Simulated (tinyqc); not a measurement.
MOS inversion layer, Poisson-Schroedinger loop: course of the self-consistent loop.

Electrons confined at an insulator interface at z = 0, treated as a hard wall; parabolic valleys, Hartree approximation, no image or exchange terms. The depletion charge lies far deeper than the electrons and gives a uniform field q Nd/(eps0 eps_r); the gate balances all charge. Energies are counted from the band edge at the interface.

V0 = q Nd z/(eps0 eps_r) in eV.

Tridiagonal Hamiltonian with psi = 0 one step beyond both ends: H_ii = C (1/m_(i-1/2) + 1/m_(i+1/2))/hz^2 + V0_i + U_i (+ dE for the set B), H_(i,i+1) = -C/(m_(i+1/2) hz^2), C = hbar^2/(2 m0). The lowest 2 level(s) of each valley set are kept, normalised to hz sum |psi|^2 = 1. The mass is the same on all intervals.

Level k holds N_k = D_k Vt ln(1 + exp((EF - E_k)/Vt)) with D = 2 md1 m0 q/(pi hbar^2) for the set A, D = 4 md2 m0 q/(pi hbar^2) for the set B per eV (spin included); EF is fixed by sum N_k = Ns.

n_i = sum_k N_k |psi_k|^2 (converted to cm^-3). Hartree part by Gauss: on the interval before node i the electrons still beyond are S_i = Ns - hz sum_(j<i) n_j, and U_i = U_(i-1) + q S_i hz/(eps0 eps_r) in eV, U_0 = 0 at the interface. Mixing: U(new) = U + a (U(out) - U).

Start from U = 0. Stop when the largest |U(out) - U| is below 1e-7 eV, or after 120 rounds.

Values chosen for this exercise; masses and permittivity close to those of silicon (100):
- T = 300 K (temperature)
- eps_r = 11.8 (relative permittivity)
- mz1 = 0.909 m0 (mass along z of valley set A (2 valley(s)))
- md1 = 0.192 m0 (in-plane density-of-states mass of set A)
- mz2 = 0.193 m0 (mass along z of valley set B (4 valley(s)))
- md2 = 0.42 m0 (in-plane density-of-states mass of set B)
- Ns = 6.1e11 cm^-2 (sheet density of electrons)
- Nd = 3e12 cm^-2 (sheet density of depletion charge)
- dE = 0.08 eV (extra shift of set B (strain))
- hz = 0.75 nm (mesh step)
- a = 0.7 (mixing factor)

Constants: q = 1.602176634e-19 C, kB = 1.380649e-23 J/K, hbar = 1.054571817e-34 J s, m0 = 9.1093837015e-31 kg, Vt = kB T/q, eps0 = 8.8541878128e-14 F/cm where lengths are in cm, hbar^2/(2 m0) = 0.0380998212 eV nm^2. Results are converted to the units shown.

z, node 1 to 15 (nm): 0.75  1.5  2.25  3  3.75  4.5  5.25  6  6.75  7.5  8.25  9  9.75  10.5  11.25

Course of the iteration:
```
round  level A1 (eV)    EF (eV)  largest |U(out) - U| (eV)
1           0.101871  0.0521523                     0.0142
2           0.109131  0.0595061                    3.97e-3
3           0.111226  0.0616243                    1.12e-3
4           0.111835  0.0622394                    3.16e-4
5           0.112013  0.0624187                    8.97e-5
6           0.112065  0.0624711                    2.56e-5
7           0.112080  0.0624865                    7.39e-6
8           0.112084  0.0624910                    2.14e-6
9           0.112086  0.0624923                    6.22e-7
10          0.112086  0.0624927                    1.82e-7
11          0.112086  0.0624928                    5.36e-8
```

Did this iteration meet its convergence test, and what does its course show?

Yes. Converged in 11 rounds. Towards the end the residual shrinks by a factor of about 0.29 a round.

tinyqc, about 0.8 s, one thread, Intel Xeon 2.30GHz (shared host): `OMP_NUM_THREADS=1 python tinyqc.py 2160134 2160135 out.jsonl`
